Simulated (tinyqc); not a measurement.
Short-channel transistor, virtual-source model with series resistance: two steps of the calculation.

The current per gate width is the charge at the top of the source barrier (the virtual source) times its velocity times a saturation function; al and be are fitting constants of the model. Units: I in uA/um, Rs in ohm um, so I Rs = 1e-6 I Rs in volts; Q in uC/cm^2, so I = 1e-4 Q vx0 Fsat with vx0 in cm/s.

Parameters, values chosen for the exercise:
- T = 350 K (temperature)
- Cinv = 3.18 uF/cm^2 (inversion capacitance)
- vx0 = 3.47e7 cm/s (velocity at the virtual source)
- mu = 1100 cm^2/(V s) (apparent mobility)
- L = 90 nm (channel length)
- VT0 = 0.381 V (threshold at zero drain voltage)
- dl = 0.196 V/V (drain-induced barrier lowering)
- n0 = 1.47 (subthreshold factor)
- nd = 0.2 1/V (growth of n with drain voltage)
- al = 3.5 (threshold shift (in units of Vt) from weak to strong inversion)
- be = 1.8 (sharpness of saturation)
- Rs = 70 ohm um (series resistance of each contact)
- Vgs = 0.6 V (gate voltage)
- Vds = 0.3 V (drain voltage)

Constants: q = 1.602176634e-19 C, kB = 1.380649e-23 J/K, Vt = kB T/q. Results are converted to the units shown.

Question 1. Current through the series resistance. Intrinsic voltages Vg' = Vgs - I Rs, Vd' = Vds - 2 I Rs. n = n0 + nd Vd', VT = VT0 - dl Vd', Ff = 1/(1 + exp((Vg' - VT + al Vt/2)/(al Vt))), Q = Cinv n Vt ln(1 + exp((Vg' - VT + al Vt Ff)/(n Vt))), Vdsat = (vx0 L/mu)(1 - Ff) + Vt Ff, Fsat = u/(1 + u^be)^(1/be) with u = Vd'/Vdsat, and I(out) = Q vx0 Fsat per width. (Fsat takes the sign of u.) I(new) = I + 0.5 (I(out) - I).

I after iteration 2 = 1032.8402 uA/um

Wanted: Vg'; Vd'; VT; Ff; Q; Vdsat; Fsat; I(out); I after iteration 3.

Answer 1.

Vg' = 0.5277 V
Vd' = 0.1554 V
VT = 0.3505 V
Ff = 0.1017
Q = 0.5998 uC/cm^2
Vdsat = 0.2581 V
Fsat = 0.4992
I(out) = 1039 uA/um
I after iteration 3 = 1036 uA/um

Question 2. What the series resistance costs. n = n0 + nd Vd', VT = VT0 - dl Vd', Ff = 1/(1 + exp((Vg' - VT + al Vt/2)/(al Vt))), Q = Cinv n Vt ln(1 + exp((Vg' - VT + al Vt Ff)/(n Vt))), Vdsat = (vx0 L/mu)(1 - Ff) + Vt Ff, Fsat = u/(1 + u^be)^(1/be) with u = Vd'/Vdsat, and I = Q vx0 Fsat per width. I0 is the current for Rs = 0. Effective velocity I/Q; transit time L Q/I.

converged I = 1035.7608 uA/um
I0 = 2216.4049 uA/um

Find: loss against I0; effective velocity; transit time.

Answer 2.

loss against I0 = 53.27 %
effective velocity = 1.729e7 cm/s
transit time = 0.5204 ps

tinyqc, about 0.02 s, one thread, Intel Xeon 2.30GHz (shared host): `OMP_NUM_THREADS=1 python tinyqc.py 2380151 2380152 out.jsonl`
